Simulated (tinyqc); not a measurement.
Piezoresistors in the (001) plane of a cubic crystal: two steps of the calculation.

Plane stress in crystal axes x = [100], y = [010]. First-order piezoresistance: d rho_xx/rho = p11 sxx + p12 syy, d rho_yy/rho = p12 sxx + p11 syy, d rho_xy/rho = p44 sxy; a resistor along d = (cos th, sin th) changes by dR/R = d.(d rho/rho).d. Changes of geometry and second-order terms are left out.

Inputs (values chosen for the exercise); coefficients close to those of lightly doped p-type silicon:
```
symbol,value,unit,meaning
p11,7.01,x 1e-11/Pa,piezoresistive coefficient
p12,-1.13,x 1e-11/Pa,piezoresistive coefficient
p44,144,x 1e-11/Pa,piezoresistive coefficient
th,0,deg,angle of the current from [100]
Sx,244,MPa,stress sxx
Sy,148,MPa,stress syy
St,-16,MPa,shear stress sxy
Vb,1.2,V,bridge supply
```

Question 1. Change of the resistivity tensor. As in the introduction.

Find: d rho/rho.

Answer 1.

d rho/rho (%):
```
,x,y
x,1.543,-2.304
y,-2.304,0.762
```

Question 2. Resistors at th and th + 90 degrees, and the bridge. dR/R = d.(d rho/rho).d. A full bridge with two resistors of each kind in opposite arms gives Vout = Vb (a - b)/(2 + a + b), a and b the two dR/R.

d rho/rho (%):
```
,x,y
x,1.5432000,-2.3040000
y,-2.3040000,0.7617600
```

Give: dR/R at th; dR/R at th + 90; Vout.

Answer 2.

dR/R at th = 1.5432 %
dR/R at th + 90 = 0.76176 %
Vout = 4.6352 mV

Computed by the program tinyqc: `OMP_NUM_THREADS=1 python tinyqc.py 2530018 2530019 out.jsonl`, one thread of a shared Intel Xeon 2.30GHz, about 0.01 s for the whole run.
